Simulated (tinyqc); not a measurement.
Worked calculation: RKS/LDA (VWN5) in the 6-31g basis, for H3+, spin multiplicity 1. One step of it, computed by the program tinyqc.

Task: Iteration 1: diagonalisation and new density. Diagonalise F' = X^T F X, C = X C', fill 1 alpha and 1 beta electrons from the bottom; D = 2 C_occ C_occ^T. Each column has its largest component positive (the first on a tie).

Kohn-Sham matrix F (hartree):
```
           1H 1s      1H 2s      2H 1s      2H 2s      3H 1s      3H 2s
1H 1s  -0.445055  -0.636010  -0.327563  -0.437716  -0.327451  -0.437512
1H 2s  -0.636010  -0.659198  -0.432790  -0.542431  -0.432600  -0.542335
2H 1s  -0.327563  -0.432790  -0.457012  -0.623776  -0.106863  -0.271164
2H 2s  -0.437716  -0.542431  -0.623776  -0.618513  -0.270853  -0.414177
3H 1s  -0.327451  -0.432600  -0.106863  -0.270853  -0.456943  -0.623539
3H 2s  -0.437512  -0.542335  -0.271164  -0.414177  -0.623539  -0.618320
```

X:
```
           1H 1s      1H 2s      2H 1s      2H 2s      3H 1s      3H 2s
1H 1s   1.262488  -0.532747  -0.021350   0.028689  -0.021389   0.028697
1H 2s  -0.532747   1.983436  -0.007633  -0.580928  -0.007624  -0.581044
2H 1s  -0.021350  -0.007633   1.258539  -0.501630   0.030360   0.030111
2H 2s   0.028689  -0.580928  -0.501630   1.642210   0.030115  -0.133756
3H 1s  -0.021389  -0.007624   0.030360   0.030115   1.258542  -0.501630
3H 2s   0.028697  -0.581044   0.030111  -0.133756  -0.501630   1.642308
```

Give: F' = X^T F X; orbital energies; coefficients C; D after iteration 1.

Result:

F' = X^T F X (hartree):
```
         1        2        3        4        5        6
1  -0.0555  -0.4749  -0.1156  -0.0578  -0.1156  -0.0574
2  -0.4749  -0.1094  -0.0811  -0.1024  -0.0811  -0.1025
3  -0.1156  -0.0811  -0.0886  -0.4801   0.0366  -0.0328
4  -0.0578  -0.1024  -0.4801  -0.1569  -0.0324  -0.0797
5  -0.1156  -0.0811   0.0366  -0.0324  -0.0887  -0.4799
6  -0.0574  -0.1025  -0.0328  -0.0797  -0.4799  -0.1568
```

orbital energies (hartree): MO1 -0.8672, MO2 -0.5492, MO3 -0.3586, MO4 0.3293, MO5 0.3468, MO6 0.4431

coefficients C:
```
          MO1      MO2      MO3      MO4      MO5      MO6
1H 1s  0.3073   0.0001   0.3724  -0.7914  -0.0064  -1.0103
1H 2s  0.1986  -0.0001   1.2468   0.8245   0.0057   1.6184
2H 1s  0.2643   0.3713  -0.1777  -0.6742  -0.8773   0.6119
2H 2s  0.1931   0.5910  -0.7359   0.3888   1.1751  -0.9195
3H 1s  0.2639  -0.3721  -0.1771  -0.6904   0.8632   0.6137
3H 2s  0.1926  -0.5909  -0.7364   0.4109  -1.1652  -0.9225
```

D after iteration 1:
```
        1H 1s   1H 2s   2H 1s   2H 2s   3H 1s   3H 2s
1H 1s  0.1889  0.1221  0.1625  0.1187  0.1622  0.1184
1H 2s  0.1221  0.0788  0.1050  0.0767  0.1048  0.0765
2H 1s  0.1625  0.1050  0.1397  0.1021  0.1395  0.1018
2H 2s  0.1187  0.0767  0.1021  0.0745  0.1019  0.0744
3H 1s  0.1622  0.1048  0.1395  0.1019  0.1393  0.1016
3H 2s  0.1184  0.0765  0.1018  0.0744  0.1016  0.0742
```
